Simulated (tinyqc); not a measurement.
Absorption edge of a degenerate semiconductor, band filling against gap narrowing: one step of the calculation.

n-type, parabolic bands, full ionisation. eta = (EF - Ec)/kB T solves N = Nc F12(eta), F12(x) = (2/sqrt(pi)) int_0^infinity sqrt(u)/(1 + exp(u - x)) du. The gap shrinks rigidly by dEg = a3 y^(1/3) + a4 y^(1/4) + a2 y^(1/2), y = N/1e18 cm^-3, an empirical law that is here taken as the true narrowing.

Problem. The optical edge. Vertical transitions need an empty final state: the edge is taken where the state lies 4 kB T below EF, E_opt = Eg - dEg + (1 + me/mh) max(eta - 4, 0) kB T; wavelength h c/(q E_opt).

Inputs (values chosen for the exercise); band and dielectric values close to those of gallium arsenide:

| symbol | value | unit | meaning |
|---|---|---|---|
| T | 300 | K | temperature |
| Eg | 1.45 | eV | band gap |
| me | 0.067 | m0 | electron mass |
| mh | 0.495 | m0 | hole mass |
| N | 2e18 | cm^-3 | ionised donor density |
| a3 | 14.3 | meV | coefficient of (N/1e18)^(1/3) |
| a4 | 12.8 | meV | coefficient of (N/1e18)^(1/4) |
| a2 | 4.9 | meV | coefficient of (N/1e18)^(1/2) |

Constants: q = 1.602176634e-19 C, kB = 1.380649e-23 J/K, h = 6.62607015e-34 J s, c = 299792458 m/s, Vt = kB T/q. Results are converted to the units shown.

converged eta = 3.0590930

Wanted: dEg; EF - Ec; filling shift; E_opt; wavelength.

Solution.

dEg = 40.17 meV
EF - Ec = 79.08 meV
filling shift = 0 meV
E_opt = 1.410 eV
wavelength = 879.4 nm

The edge lies 40.2 meV below the undoped gap: narrowing outweighs filling.

Range of the model: Band tails, non-parabolic bands and incomplete ionisation are left out.

tinyqc, about 0.01 s, one thread, Intel Xeon 2.30GHz (shared host): `OMP_NUM_THREADS=1 python tinyqc.py 2330014 2330015 out.jsonl`
